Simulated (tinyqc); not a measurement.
Strain, valley repopulation and piezoresistance in a many-valley conduction band: one step, computed by the program tinyqc. Command: `OMP_NUM_THREADS=1 python tinyqc.py 3016772 3016773 out.jsonl valleys walk`. One thread of a shared host (Intel(R) Xeon(R) Processor @ 2.30GHz), about 0.03 s of CPU time with the checks.

Valleys are ellipsoids with mass m_l along the axis a and m_t across it, parabolic, with one constant relaxation time; strain shifts the valleys and leaves the masses alone. Currents are taken along [110], along the load, and along [001], across the load.

Problem. Valley shifts. Herring-Vogt shift of a valley with unit axis a: dE = Xi_d tr(e) + Xi_u a.e.a.

Inputs (values chosen for the exercise, modelled on silicon): shear deformation potential Xi_u = 8.95 eV; dilation deformation potential Xi_d = 1.1 eV.

Valley axes: <100> (6 valleys in 3 pairs). Load: uniaxial [110].

strain tensor (%):
```
           x          y           z
x  0.1482662  0.1708861   0.0000000
y  0.1708861  0.1482662   0.0000000
z  0.0000000  0.0000000  -0.1131085
```

Constants: k_B = 8.617333262e-05 eV/K.

Give: shifts dE; splitting (highest minus lowest).

Solution.

shifts dE (meV): x 15.29, y 15.29, z -8.11

splitting (highest minus lowest) = 23.39 meV

Caution: shear strain also changes the transverse masses of <100> valleys, which this model leaves out.
